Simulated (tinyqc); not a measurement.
# Mobility, diffusion coefficient and lifetime from two collectors

Inverse problem. For an injected sheet in a field F the peak time tp at distance L obeys u^2 tp^2 + 2 D tp = L^2 with u^2 = v^2 + 4 D/tau, and the pulse area goes as exp(L (v - u)/(2 D)); v = mu F. Find u, D, mu and tau without using the Einstein relation.

Parameters, values chosen for the exercise: sweep field along the drift F = 2.2 V/cm.

distances (um): 1400  3200
peak times (us): 39.9009383  94.5179762
ratio of the areas, far over near = 0.396970691

Solution. The two peak times give two linear equations for u^2 and D; the area ratio gives v - u, and u^2 - v^2 = 4 D/tau gives tau.

u = 3.29e3 cm/s
D = 29.3 cm^2/s
mu = 1.36e3 cm^2/(V s)
tau = 6.20e-5 s

Program tinyqc, `OMP_NUM_THREADS=1 python tinyqc.py 2310021 2310022 out.jsonl`; Intel Xeon 2.30GHz, shared host, one thread, about 0.01 s.
